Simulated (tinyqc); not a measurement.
Crystal pulling from the melt: segregation, interface stability, heat balance and point-defect regime: one step, computed by the program tinyqc. Command: `OMP_NUM_THREADS=1 python tinyqc.py 3006478 3006479 out.jsonl pull walk`. One thread of a shared host (Intel(R) Xeon(R) Processor @ 2.30GHz), about 0.01 s of CPU time with the checks.

A dilute solute; steady pulling with a flat interface unless it is found unstable.

Question. Constitutional supercooling. Liquidus slope per concentration (van 't Hoff): |m| = k_B T_m^2 (1 - k0)/L. Solute gradient at the interface: G_C = (V/D) C_s (1 - k0)/k0. Constitutional supercooling sets in when |m| G_C > G_L. Critical C_s from the equality.

Inputs (values chosen for the exercise, modelled on antimony in silicon):

| quantity | value | unit |
|---|---|---|
| equilibrium coefficient k0 | 0.022 | - |
| diffusivity in the melt D | 0.00024 | cm^2/s |
| pull rate V | 1.3 | mm/min |
| gradient in the melt G_L | 12 | K/cm |
| latent heat per volume L | 4210 | J/cm^3 |
| melting point T_m | 1685 | K |

C_s = 7.390651e+15 1/cm^3

Constants: k_B = 1.380649e-23 J/K.

Give: |m|; |m| G_C; critical C_s; ratio |m| G_C/G_L.

Answer.

|m| = 9.106e-21 K cm^3

|m| G_C = 0.02701 K/cm

critical C_s = 3.284e+18 1/cm^3

ratio |m| G_C/G_L = 0.002251

The interface is stable by this test, with a margin of 440.
